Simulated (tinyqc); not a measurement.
From results to parameters: Hubbard dimer. Computed by the program tinyqc.

Problem. A two-site Hubbard model with two electrons has its ground state at (U - sqrt(U^2 + 16 t^2))/2, the triplet at 0 and the odd ionic singlet at U. Find t, U and the double occupancy per site.

singlet-triplet splitting = 1.326629 eV
gap from the ground state to the ionic odd singlet = 8.816629 eV

Solution. The difference of the two gaps is U and their product is 4 t^2; the double occupancy per site is (1 - U/sqrt(U^2 + 16 t^2))/4.

t, U (eV): 1.710  7.490
double occupancy per site = 0.065
